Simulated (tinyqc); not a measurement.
Four-point probe at the centre of a round wafer.

Four collinear probes with spacing s at the centre of a thin disc of diameter d with an insulating edge: Rs = C V/I, C = pi/{ln 2 + ln[((d/s)^2 + 3)/((d/s)^2 - 3)]}; C tends to pi/ln 2 = 4.5324. x = d/s.

Parameters, values chosen for the exercise: sheet density of the layer ns = 3.8e12 cm^-2; drift mobility mu = 39 cm^2/(V s); current I = 100 uA.

Constants: q = 1.602176634e-19 C. Results are converted to the units shown.

Four-point probe at the centre of a round wafer:
```
x,C,C over its limit,V for Rs = 1/(q ns mu) (mV)
4,2.929,0.6462,1438
5,3.362,0.7419,1253
7.5,3.927,0.8665,1072
10,4.171,0.9203,1010
15,4.364,0.9630,965.0
20,4.436,0.9788,949.3
40,4.508,0.9946,934.2
100,4.528,0.9991,930.0
```

Read the table: what changes, and by how much?

C rises from 2.929 to 4.528. Using 4.5324 overstates Rs by 54.7 % in the first row and by under 1 % from d/s = 40 on among the rows.

Numbers from tinyqc (`OMP_NUM_THREADS=1 python tinyqc.py 2850230 2850231 out.jsonl`; about 0.01 s on one thread of a shared Intel Xeon 2.30GHz).
